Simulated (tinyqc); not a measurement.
# Reflectance at normal incidence against thickness

Normal incidence on air, film (n1) and substrate (N2 = n2 - i k2): r01 = (1 - n1)/(1 + n1), r12 = (n1 - N2)/(n1 + N2), amplitude (r01 + r12 X)/(1 + r01 r12 X), X = exp(-4 pi i n1 d/lam), R its squared modulus, phase from 0 to 360 degrees.

Parameters, values chosen for the exercise:
```
symbol  value  unit                                  meaning
lam       405    nm                               wavelength
n1      2.421                  index of the transparent film
n2       5.42                         index of the substrate
k2      0.329        extinction coefficient of the substrate
```

Reflectance at normal incidence against thickness:

| d (nm) | R (%) | phase of the reflected amplitude (degrees) |
|---|---|---|
| 0 | 47.54 | 178.7 |
| 10 | 43.30 | 163.5 |
| 20 | 31.26 | 146.3 |
| 30 | 12.70 | 126.1 |
| 40 | 0.2445 | 140.8 |
| 50 | 9.303 | 237.7 |
| 60 | 28.16 | 217.2 |
| 70 | 41.69 | 199.5 |
| 80 | 47.30 | 184.1 |

R goes from 47.5 through a minimum of 0.245 (at d = 40 nm among the rows listed) to 47.3 %. At a quarter wave, d = 41.8 nm, R = 0.238 %; for a transparent substrate it would vanish for n1 = sqrt(n2) = 2.33.

Numbers from tinyqc (`OMP_NUM_THREADS=1 python tinyqc.py 2870173 2870174 out.jsonl`; about 0.01 s on one thread of a shared Intel Xeon 2.30GHz).
